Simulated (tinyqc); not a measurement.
# MOS inversion layer, Poisson-Schroedinger loop: two studies

Electrons confined at an insulator interface at z = 0, treated as a hard wall; parabolic valleys, Hartree approximation, no image or exchange terms. The depletion charge lies far deeper than the electrons and gives a uniform field q Nd/(eps0 eps_r); the gate balances all charge. Energies are counted from the band edge at the interface.

Parameters, values chosen for the exercise; masses and permittivity close to those of silicon (100): temperature T = 200 K; relative permittivity eps_r = 11.6; mass along z of valley set A (2 valley(s)) mz1 = 0.922 m0; in-plane density-of-states mass of set A md1 = 0.191 m0; mass along z of valley set B (4 valley(s)) mz2 = 0.19 m0; in-plane density-of-states mass of set B md2 = 0.414 m0; sheet density of electrons Ns = 6.2e11 cm^-2; sheet density of depletion charge Nd = 1.4e11 cm^-2; extra shift of set B (strain) dE = 0.02 eV.

Constants: q = 1.602176634e-19 C, kB = 1.380649e-23 J/K, hbar = 1.054571817e-34 J s, m0 = 9.1093837015e-31 kg, Vt = kB T/q, eps0 = 8.8541878128e-14 F/cm where lengths are in cm, hbar^2/(2 m0) = 0.0380998212 eV nm^2. Results are converted to the units shown.

Each table varies one quantity; the others keep the values above.

## Effect of the sheet density of electrons

Schroedinger equation -(C/mz) psi'' + (V0 + U + dE for set B) psi = E psi, C = hbar^2/(2 m0), psi(0) = 0, on a uniform mesh of 800 nodes with a far wall at 68 nm, 8 levels a set; V0 = q Nd z/(eps0 eps_r); dU/dz = q (Ns - integral of n from 0 to z)/(eps0 eps_r), U(0) = 0; N_k = g md m0 q Vt/(pi hbar^2) ln(1 + exp((EF - E_k)/Vt)), g the number of valleys of the set, sum N_k = Ns. Triangular well: E_k = a_k (C F^2/mz)^(1/3), a_1 = 2.338107, a_2 = 4.087949, C = hbar^2/(2 m0), F in eV/nm. Fang-Howard (all electrons in the lowest level of set A): b^3 = 6 (mz1/C) q (Nd + 11 Ns/32)/(eps0 eps_r), centroid 3/b, level C b^2/(4 mz1) + (3/b) q (Nd + 11 Ns/16)/(eps0 eps_r). The centroid adds 3.9 z_av/eps_r to an oxide-equivalent thickness.

Results:
columns A: Ns (cm^-2); B: A1 (meV); C: B1 (meV); D: EF (meV); E: share of A1 (%); F: share of set A (%); G: centroid z_av (nm); H: added oxide equivalent (nm); I: Fang-Howard centroid (nm)
```
A          B     C      D     E     F     G      H     I
1e11    18.8  50.5  -58.9  30.2  66.9  8.01   2.69  4.09
2.1e11  23.7  57.6  -39.0  34.0  68.4  7.23   2.43  3.83
4.5e11  33.0  70.7  -13.1  40.7  71.1  6.11   2.05  3.43
2.1e12  77.3   130   68.7  62.3  80.7  3.61   1.21  2.40
4.4e12   122   188    135  72.3  85.4  2.68  0.900  1.93
9.4e12   198   286    243  78.8  88.4  1.98  0.667  1.52
2e13     326   452    425  79.7  88.1  1.52  0.510  1.19
```

Estimate the missing row, Ns = 9.7e11 cm^-2.

Computed row:
columns A: Ns (cm^-2); B: A1 (meV); C: B1 (meV); D: EF (meV); E: share of A1 (%); F: share of set A (%); G: centroid z_av (nm); H: added oxide equivalent (nm); I: Fang-Howard centroid (nm)
```
A          B     C     D     E     F     G     H     I
9.7e11  49.3  93.1  21.1  50.6  75.4  4.82  1.62  2.93
```

With this row back in the table: As Ns goes from 1e11 to 2e13, A1 rises from 18.8 to 326 meV, the share of A1 rises from 30.2 to 79.7 % and the centroid falls from 8.01 to 1.52 nm. A1 goes as Ns^(0.66) between the last two rows (a triangular well in the field of that charge alone gives 2/3). EF lies more than 2 meV above A1 for Ns = 4.4e12, 9.4e12, 2e13. The Fang-Howard centroid is 49 % below the full one in the first row, where A1 holds 30.2 %, and 21 % below it in the last, where A1 holds 79.7 %. For Ns = 1e11, 2.1e11, 4.5e11, 9.7e11 the eighth level of a set still holds over 0.4 % of the electrons, so more levels and a farther wall would raise the centroid.

## Effect of the sheet density of depletion charge

Schroedinger equation -(C/mz) psi'' + (V0 + U + dE for set B) psi = E psi, C = hbar^2/(2 m0), psi(0) = 0, on a uniform mesh of 800 nodes with a far wall at 63 nm, 8 levels a set; V0 = q Nd z/(eps0 eps_r); dU/dz = q (Ns - integral of n from 0 to z)/(eps0 eps_r), U(0) = 0; N_k = g md m0 q Vt/(pi hbar^2) ln(1 + exp((EF - E_k)/Vt)), g the number of valleys of the set, sum N_k = Ns.

Effect of the sheet density of depletion charge:
columns A: Nd (cm^-2); B: A1 (meV); C: B1 (meV); D: EF (meV); E: share of A1 (%); F: share of set A (%); G: centroid z_av (nm); H: added oxide equivalent (nm); I: Fang-Howard centroid (nm)
```
A          B     C      D     E     F     G      H     I
1e11    37.3  76.4  -2.53  41.9  71.5  6.24   2.10  3.36
1.7e11  39.8  80.4   1.75  46.4  73.5  5.19   1.75  3.15
3.1e11  44.5  88.2   9.37  54.3  76.7  4.05   1.36  2.84
5.3e11  51.6   100   19.6  64.3  80.9  3.17   1.07  2.52
9.4e11  64.1   122   35.4  77.1  86.9  2.43  0.818  2.18
1.6e12  82.2   153   56.1  88.5  93.1  1.92  0.644  1.87
2.9e12   113   207   89.1  96.8  97.9  1.51  0.507  1.56
5e12     157   281    133  99.5  99.6  1.25  0.419  1.32
```

What does the table show?

As Nd goes from 1e11 to 5e12, A1 rises from 37.3 to 157 meV, the share of A1 rises from 41.9 to 99.5 % and the centroid falls from 6.24 to 1.25 nm. A1 goes as Nd^(0.59) between the last two rows (a triangular well in the field of that charge alone gives 2/3). The Fang-Howard centroid is 46 % below the full one in the first row, where A1 holds 41.9 %, and 5.7 % above it in the last, where A1 holds 99.5 %. For Nd = 1e11, 1.7e11 the eighth level of a set still holds over 0.4 % of the electrons, so more levels and a farther wall would raise the centroid.

Numbers from tinyqc (`OMP_NUM_THREADS=1 python tinyqc.py 2160077 2160078 out.jsonl`; about 1 s on one thread of a shared Intel Xeon 2.30GHz).
